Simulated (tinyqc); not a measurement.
# Tail temperature from the power law

Question. When tail states hold most of the charge, the linear current goes as I = A (Vg - VT)^g with g = 2 Tt/T - 1. Find g, Tt and the tail width kB Tt.

Values chosen for this exercise:
- T = 290 K (temperature)

Constants: q = 1.602176634e-19 C, kB = 1.380649e-23 J/K, Vt = kB T/q. Results are converted to the units shown.

I at Vg - VT = 20 and 30 V (nA): [15151.170, 33616.817]

Solution. g is the slope of ln I against ln(Vg - VT).

g = 1.966
Tt = 430.0 K
kB Tt = 37.05 meV

Numbers from tinyqc (`OMP_NUM_THREADS=1 python tinyqc.py 2610036 2610037 out.jsonl`; about 0.02 s on one thread of a shared Intel Xeon 2.30GHz).
